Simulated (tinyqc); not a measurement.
# Free and trapped electrons in a MOS channel with a dense trap tail, step by step

Numbers from tinyqc (`OMP_NUM_THREADS=1 python tinyqc.py 2222066 2222067 out.jsonl`; about 0.02 s on one thread of a shared Intel Xeon 2.30GHz). Printed values are rounded.

p-type body, charge-sheet picture, full ionisation (an idealisation for deep acceptors), Boltzmann statistics for free electrons. e = Ec - EF at the surface. Acceptor-like traps of density D(E) = D0 + De exp(-E/Ew) at depth E below Ec, from 0 to Eu, hold n_t = integral of D(E)/(1 + exp((e - E)/Vt)). psi = Eg - Vt ln(Nv/Na) - e; N_dep = sqrt(2 eps0 eps_r Na (psi - Vt)/q); n_f = sqrt(N_dep^2 + 2 eps0 eps_r Vt Nc exp(-e/Vt)/q) - N_dep; Vg = Vfb + psi + q (N_dep + n_t + n_f)/Cox, Cox = eps0 eox/tox.

Inputs (values chosen for the exercise); band and dielectric values close to those of 4H silicon carbide:
- T = 475 K (temperature)
- Eg = 3.3 eV (band gap)
- eps_r = 9.64 (relative permittivity)
- Nc = 3.45e19 cm^-3 (conduction-band density of states at T)
- Nv = 5.02e19 cm^-3 (valence-band density of states at T)
- eox = 3.9 (relative permittivity of the insulator)
- tox = 52 nm (insulator thickness)
- Na = 1.1e16 cm^-3 (acceptor density)
- Vfb = -2.51 V (flat-band voltage without trapped charge)
- D0 = 9.7e10 cm^-2 eV^-1 (constant background density of acceptor-like traps)
- De = 4.1e13 cm^-2 eV^-1 (density of the tail at the conduction edge)
- Ew = 0.12 eV (decay energy of the tail)
- Eu = 0.96 eV (depth below Ec down to which the traps reach)
- mf = 170 cm^2/(V s) (mobility of free electrons)
- e = 0.173 eV (Ec - EF at the surface)

Constants: q = 1.602176634e-19 C, kB = 1.380649e-23 J/K, Vt = kB T/q, eps0 = 8.8541878128e-14 F/cm where lengths are in cm. Results are converted to the units shown.

## Trapped charge

Trapezoid rule on 13 equal steps from 0 to Eu, f = 1/(1 + exp((e - E)/Vt)).

| point | E (eV) | D(E) f (cm^-2 eV^-1) |
|---|---|---|
| 0 | 0 | 5.915255e11 |
| 1 | 0.07384615 | 1.813353e12 |
| 2 | 0.1476923 | 4.227205e12 |
| 3 | 0.2215385 | 5.031476e12 |
| 4 | 0.2953846 | 3.422335e12 |
| 5 | 0.3692308 | 1.970820e12 |
| 6 | 0.4430769 | 1.116970e12 |
| 7 | 0.5169231 | 6.489024e11 |
| 8 | 0.5907692 | 3.953304e11 |
| 9 | 0.6646154 | 2.582339e11 |
| 10 | 0.7384615 | 1.841368e11 |
| 11 | 0.8123077 | 1.440917e11 |
| 12 | 0.8861538 | 1.224499e11 |
| 13 | 0.96 | 1.107540e11 |

n_t = 1.453768e12 cm^-2

With 1600 steps n_t = 1.458e12 cm^-2; the coarse value is 0.29 % below it.

## Charges and gate voltage

psi, N_dep, n_f and Vg as defined, with the n_t given; free share n_f/(n_f + n_t); apparent mobility mf n_f/(n_f + n_t); gate voltage spent on traps q n_t/Cox.

psi = 2.782109 V
N_dep = 5.668101e11 cm^-2
n_f = 1.687199e11 cm^-2
Vg = 5.554193 V
free share = 10.39884 %
apparent mobility = 17.67802 cm^2/(V s)
gate voltage spent on traps = 3.507483 V
